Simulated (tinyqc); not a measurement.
Solubility, supersaturation, precipitation and gettering of an impurity in a silicon-like host: one step, computed by the program tinyqc. Command: `OMP_NUM_THREADS=1 python tinyqc.py 3017409 3017410 out.jsonl ripen walk`. One thread of a shared host (Intel(R) Xeon(R) Processor @ 2.30GHz), about 0.01 s of CPU time with the checks.

The wafer was saturated at T1 and is then held at T.

Task: Solubility, diffusivity, supersaturation. C_eq(T) = N0 exp(S/k_B - H/(k_B T)); D(T) = D0 exp(-Q/(k_B T)); C0 = C_eq(T1). Supersaturation s = C0/C_eq(T); critical radius r* = 2 gamma/(C_p k_B T ln s); barrier W* = (4 pi/3) gamma r*^2. Strain energy is left out.

Inputs (values chosen for the exercise, for a model impurity):
```
quantity                                  value    unit
site density N0                           5e+22  1/cm^3
enthalpy of solution H                     3.21      eV
entropy of solution S                         8     k_B
diffusion prefactor D0                   0.0011  cm^2/s
migration energy Q                        0.667      eV
temperature of saturation T1               1400       K
anneal temperature T                       1135       K
impurity density in the precipitate C_p   3e+22  1/cm^3
interface energy gamma                      0.6   J/m^2
```

Constants: k_B = 8.617333262e-05 eV/K; k_B = 1.380649e-23 J/K.

Give: C0; C_eq(T); D(T); supersaturation s; critical radius r*; W*/(k_B T).

Result:

C0 = 4.148e+14 1/cm^3

C_eq(T) = 8.315e+11 1/cm^3

D(T) = 1.201e-06 cm^2/s

supersaturation s = 498.9

critical radius r* = 0.4109 nm

W*/(k_B T) = 27.08

Caution: the barrier to homogeneous nucleation is below 35 k_B T for these inputs, so new precipitates would form and outnumber the fixed sinks assumed here.
